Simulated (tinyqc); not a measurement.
Landau levels of massless Dirac electrons: one step. The lowest levels. Three cases, with inputs chosen for the exercise.

Problem. List the eight lowest, in meV, with the gap to the next.

E_N = sqrt(2N) hv/l for N = 0, 1, 2, ... and the mirror levels below zero; each is fourfold (spin, valley), Zeeman splitting left out; half of level 0 belongs to the electrons.

In a field B along z: l = 1/sqrt((e/hbar) B) is the magnetic length, n_B = B/(h/e) the number of states per area in one level, hbar wc = 2 muB B/m for mass m in m0; 1/angstrom^2 = 1e16/cm^2.

Constants: e/hbar = 1.519267448e-05 1/(T angstrom^2); h/e = 413566.7697 T angstrom^2; muB = 5.788381798e-05 eV/T.

Give: a table of label, E (meV), gap above (meV).

Case 1.

Values chosen (out of a larger set: near those of graphene; not measured data): hv = 6.09 eV angstrom (hbar v); B = 11.5 T (magnetic field).

Solution.

Levels:
```
label,E (meV),gap above (meV)
0,0.000,113.841
1,113.841,47.154
2,160.995,36.183
3,197.178,30.504
4,227.682,26.874
5,254.556,24.296
6,278.852,22.343
7,301.195,20.796
```

The largest of these gaps, 113.84 meV, first occurs above level 0 and is kB T at 1321 K.

Case 2.

Values chosen (out of a larger set: near those of graphene; not measured data): hv = 6.08 eV angstrom (hbar v); B = 7.7 T (magnetic field).

Solution.

Levels:
```
label,E (meV),gap above (meV)
0,0.000,93.000
1,93.000,38.522
2,131.521,29.559
3,161.080,24.919
4,185.999,21.954
5,207.953,19.848
6,227.802,18.252
7,246.054,16.989
```

The largest of these gaps, 93.00 meV, first occurs above level 0 and is kB T at 1079 K.

Case 3.

Values chosen (out of a larger set: near those of graphene; not measured data): hv = 6.45 eV angstrom (hbar v); B = 11.2 T (magnetic field).

Solution.

Levels:
```
label,E (meV),gap above (meV)
0,0.000,118.987
1,118.987,49.286
2,168.274,37.819
3,206.092,31.883
4,237.975,28.089
5,266.064,25.394
6,291.458,23.353
7,314.811,21.736
```

The largest of these gaps, 118.99 meV, first occurs above level 0 and is kB T at 1381 K.

Computed by tinyqc, one run a case: `OMP_NUM_THREADS=1 python tinyqc.py N N+1 out.jsonl` with N = 1250289, 1251327, 1251494; one thread of a shared Intel(R) Xeon(R) Processor @ 2.30GHz, about 0.01 s a run at most.
